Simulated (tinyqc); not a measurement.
A transmission-line measurement read back: specific resistance of a metal-semiconductor contact and its transmission-line measurement. Computed by tinyqc, a small Python program. Command: `OMP_NUM_THREADS=1 python tinyqc.py 3009252 3009253 out.jsonl contact walk`. One thread of a shared host (Intel(R) Xeon(R) Processor @ 2.30GHz), about 0.01 s of CPU time with the checks.

The barrier is parabolic (depletion approximation), energies E are normal energies counted from the band edge in the neutral semiconductor (downwards for holes), and the bias is zero. xi is an input, held fixed when other inputs move.

Inputs (values chosen for the exercise, modelled on n-type In0.53Ga0.47As):
```
quantity,value,unit
tunnelling mass m,0.044,m_0
permittivity eps,13.9,-
Richardson constant A*,5.1,A/(cm^2 K^2)
barrier height phi_B,0.18,eV
doping N,5.5e+17,1/cm^3
"Fermi level above the band edge in the bulk, xi",0.04,eV
temperature T,77,K
sheet resistance R_sh,740,ohm
contact length d,0.21,micrometre
contact width W,51,micrometre
```

Image-force lowering: left out.

Constants: hbar = 1.054571817e-34 J s; eps_0 = 8.8541878128e-12 F/m; m_0 = 9.1093837015e-31 kg; k_B = 8.617333262e-05 eV/K; e = 1.602176634e-19 C.

Method:
- E_00 = (e hbar/2) sqrt(N/(eps eps_0 m)); band bending E_b = phi_B + xi; depletion width w = sqrt(2 eps eps_0 E_b/(e^2 N)).
- WKB transmission for E < E_b, with a = E/E_b: D = exp{-(E_b/E_00) [sqrt(1 - a) - a ln((1 + sqrt(1 - a))/sqrt(a))]}; D = 1 above.
- At zero bias 1/rho_c = (e A*/k_B^2) int D(E) f(E) dE, f = 1/(1 + exp((E - xi)/k_B T)); 200 Gauss-Legendre points from 0 to E_b, and k_B T ln(1 + exp((xi - E_b)/k_B T)) for the part above the barrier; the share of tunnelling is the part below.
- Transmission-line model: transfer length L_T = sqrt(rho_c/R_sh); R_c = (R_sh L_T/W) coth(d/L_T). Limits: rho_c/(W d) for d << L_T, sqrt(rho_c R_sh)/W for d >> L_T.
- Transmission-line model: transfer length L_T = sqrt(rho_c/R_sh); R_c = (R_sh L_T/W) coth(d/L_T). Two contacts a gap s apart give R = 2 R_c + R_sh s/W. A straight-line fit gives R_sh from the slope and R_c from the intercept; the simple reading takes L_x = R_c W/R_sh as the transfer length and rho_c = R_sh L_x^2.

R_c W = 101917 ohm micrometre

contact resistance R_c = 1998.37 ohm

specific contact resistance rho_c = 2.13917e-04 ohm cm^2

Resistances:
```
gap s (micrometre),R (ohm)
140,6028
280,8059
550,11977
1100,19958
2200,35918
```

L_x = 137.73 micrometre

rho_c by the simple reading = 0.14037 ohm cm^2

simple reading over true value = 656.17

The simple reading is 656 times too high, the factor coth^2(d/L_T): it holds only for d above about 2 L_T.
